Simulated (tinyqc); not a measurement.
Defect-molecule model of a vacancy with Jahn-Teller distortion: one step. Relaxed charge states. Three cases, with inputs chosen for the exercise.

Question. Minimise W_n over Q: Q_n = 2 n I/k, gain n^2 E_JT with E_JT = 2 I^2/k. W_n at mu = 0 is n et - n^2 E_JT + Uc n (n - 1)/2.

Four dangling hybrids a, b, c, d point into the vacancy: H_ii = E0, and -gm between any two. A tetragonal distortion Q pairs a with b and c with d: those two couplings become -gm - I Q and the other four -gm + I Q/2, at an elastic cost k Q^2/2. The a1 level holds two electrons; charge states 2+, + and 0 put n = 0, 1, 2 more into the lowest level of t2 origin. Energy from the 2+ state at Q = 0, with the Fermi level mu counted from Ev: W_n(Q) = n (et - 2 I Q) + k Q^2/2 + Uc n (n - 1)/2 - n mu. et = E0 + gm is the undistorted t2 level.

Case 1.

Values chosen (of the size used for the vacancy in silicon; the results hold for these values, not for the real material): E0 = 0.04 eV (level of a dangling hybrid, from Ev); gm = 0.33 eV (coupling between two dangling hybrids); I = 1.22 eV/angstrom (Jahn-Teller coupling); k = 12.5 eV/angstrom^2 (force constant of the mode); Uc = 0.53 eV (repulsion of two electrons in one orbital).

Case 2.

Values chosen (of the size used for the vacancy in silicon; the results hold for these values, not for the real material): E0 = -0.09 eV (level of a dangling hybrid, from Ev); gm = 0.36 eV (coupling between two dangling hybrids); I = 0.92 eV/angstrom (Jahn-Teller coupling); k = 17.3 eV/angstrom^2 (force constant of the mode); Uc = 0.24 eV (repulsion of two electrons in one orbital).

Case 3.

Values chosen (of the size used for the vacancy in silicon; the results hold for these values, not for the real material): E0 = -0.05 eV (level of a dangling hybrid, from Ev); gm = 0.36 eV (coupling between two dangling hybrids); I = 1.17 eV/angstrom (Jahn-Teller coupling); k = 17 eV/angstrom^2 (force constant of the mode); Uc = 0.26 eV (repulsion of two electrons in one orbital).

Give: E_JT; States.

Answer.

Case 1.

E_JT = 0.2381 eV

States:
```
n  charge  Q_n (angstrom)  gain (eV)  W_n (eV)
0      2+          0.0000     0.0000    0.0000
1       +          0.1952     0.2381    0.1319
2       0          0.3904     0.9526    0.3174
```

Case 2.

E_JT = 0.0978 eV

States:
```
n  charge  Q_n (angstrom)  gain (eV)  W_n (eV)
0      2+          0.0000     0.0000    0.0000
1       +          0.1064     0.0978    0.1722
2       0          0.2127     0.3914    0.3886
```

Case 3.

E_JT = 0.1610 eV

States:
```
n  charge  Q_n (angstrom)  gain (eV)  W_n (eV)
0      2+          0.0000     0.0000    0.0000
1       +          0.1376     0.1610    0.1490
2       0          0.2753     0.6442    0.2358
```

Computed by tinyqc, one run a case: `OMP_NUM_THREADS=1 python tinyqc.py N N+1 out.jsonl` with N = 1482630, 1482706, 1482775; one thread of a shared Intel(R) Xeon(R) Processor @ 2.30GHz, about 0.01 s a run at most.
